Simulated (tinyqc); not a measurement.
Stoner model of a band ferromagnet: sweeps and comparisons. A value that a table varies takes the place of the one given here.

Density of states per atom and spin: two humps, D(e) = (M/W) [1 - sp cos(4 pi e/W)]. Levels e -/+ I m/2 for up and down spin, m = n_up - n_down, n_up + n_down = nd. At zero temperature e(N) is the energy below which N states lie, and E(m) = sum over spins of integral e D de - I m^2/4.

Inputs chosen for the exercise:
- W = 6 eV (band width, e from -W/2 to W/2)
- M = 5 (states per atom and spin)
- nd = 9.45 (electrons per atom)
- sp = 0.59 (shape parameter)
- I = 1.3 eV (Stoner parameter)

## Moment against the Stoner parameter

Lowest state for each I.

Results:

| I (eV) | I D(EF) | m (muB) | E - E(0) (meV) |
|---|---|---|---|
| 0.89 | 0.604 | 0.000 | 0.0 |
| 1.18 | 0.801 | 0.000 | 0.0 |
| 1.33 | 0.903 | 0.000 | 0.0 |
| 1.48 | 1.005 | 0.100 | 0.0 |
| 1.62 | 1.100 | 0.449 | -3.7 |
| 1.85 | 1.256 | 0.550 | -20.3 |
| 2.21 | 1.500 | 0.550 | -47.5 |
| 2.66 | 1.806 | 0.550 | -81.6 |

A moment first appears at I = 1.48 eV of those listed, where I D(EF) = 1.005. It is saturated at 0.550 from I = 1.85 eV on.

## Moment against band filling

Rigid band, I fixed: a Slater-Pauling curve.

Results:

| nd | I D(EF) | m (muB) | m_max |
|---|---|---|---|
| 3.0 | 1.672 | 3.000 | 3.0 |
| 4.0 | 1.246 | 4.000 | 4.0 |
| 5.0 | 0.444 | 5.000 | 5.0 |
| 6.0 | 1.246 | 4.000 | 4.0 |
| 6.5 | 1.518 | 3.500 | 3.5 |
| 7.0 | 1.672 | 3.000 | 3.0 |
| 7.5 | 1.722 | 2.500 | 2.5 |
| 8.0 | 1.672 | 2.000 | 2.0 |
| 8.5 | 1.518 | 1.500 | 1.5 |
| 9.0 | 1.246 | 0.983 | 1.0 |
| 9.5 | 0.835 | 0.000 | 0.5 |

Magnetic fillings among those listed: 3.0, 4.0, 5.0, 6.0, 6.5, 7.0, 7.5, 8.0, 8.5 and 9.0; the largest moment is 5.00 at nd = 5. At 3.0, 4.0, 5.0, 6.0, 6.5, 7.0, 7.5, 8.0 and 8.5 the moment is saturated and follows m_max, changing by one per electron.

## What moves the moment

Lowest state for each case. Each row changes one parameter from the base and keeps the others.

Results:

| case | I D(EF) | m (muB) | E - E(0) (meV) |
|---|---|---|---|
| base | 0.883 | 0.000 | 0.0 |
| W = 5.52 eV | 0.959 | 0.000 | 0.0 |
| I = 1.404 eV | 0.953 | 0.000 | 0.0 |
| nd = 9.15 | 1.138 | 0.679 | -9.7 |
| sp = 0.69 | 0.932 | 0.000 | 0.0 |

The largest shifts from the base row, up to three for each result and ties (the steps differ in size, so this ranks the rows, not the parameters). I D(EF): nd +0.255, W +0.077, I +0.071. m (muB): nd +0.679; unchanged at the printed digits by W, I and sp. E - E(0) (meV): nd -9.7; unchanged at the printed digits by W, I and sp.

Program tinyqc; command `OMP_NUM_THREADS=1 python tinyqc.py 1650968 1650969 out.jsonl`; about 0.1 s on one thread of a shared Intel(R) Xeon(R) Processor @ 2.30GHz.
